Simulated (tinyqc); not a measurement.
Sub-threshold conduction and electro-thermal threshold of an amorphous chalcogenide: two steps of the calculation.

Trap-limited conduction: I = I0 exp(-Ea/kB T) sinh(q V dz/(2 ua kB T)), I0 = 2 q A Nt dz/ta. One lumped temperature T = T0 + Rt I V. The threshold is the largest V for which a steady state exists on the low-current branch.

Parameters, values chosen for the exercise; values of the order of Ge-Sb-Te and related chalcogenides: ambient temperature T0 = 300 K; cross-section A = 2600 nm^2; amorphous thickness ua = 38 nm; distance between traps dz = 4.6 nm; activation energy Ea = 0.32 eV; trap density Nt = 1.4e19 cm^-3; attempt time ta = 1e-14 s; thermal resistance Rt = 2.5 K/uW; voltage across the amorphous layer V = 1.8 V.

Constants: q = 1.602176634e-19 C, kB = 1.380649e-23 J/K. Results are converted to the units shown.

Question 1. Isothermal quantities. I0, the low-field resistance 2 ua kB T0 exp(Ea/kB T0)/(q dz I0), the slope voltage V0 = 2 ua kB T0/(q dz), and I at V without heating.

Find: I0; low-field resistance; V0; I without heating.

Answer 1.

I0 = 5.3654 mA
low-field resistance = 18.911 Mohm
V0 = 0.42712 V
I without heating = 0.76374 uA

Question 2. Self-heating. I at the present T, then T(new) = T0 + Rt I V.

T after iteration 1 = 303.43684 K

Wanted: I; T after iteration 2.

Answer 2.

I = 0.83771 uA
T after iteration 2 = 303.77 K

Range of the model: Purely electronic switching mechanisms, filaments and series resistance are left out.

Computed by the program tinyqc: `OMP_NUM_THREADS=1 python tinyqc.py 2490110 2490111 out.jsonl`, one thread of a shared Intel Xeon 2.30GHz, about 0.01 s for the whole run.
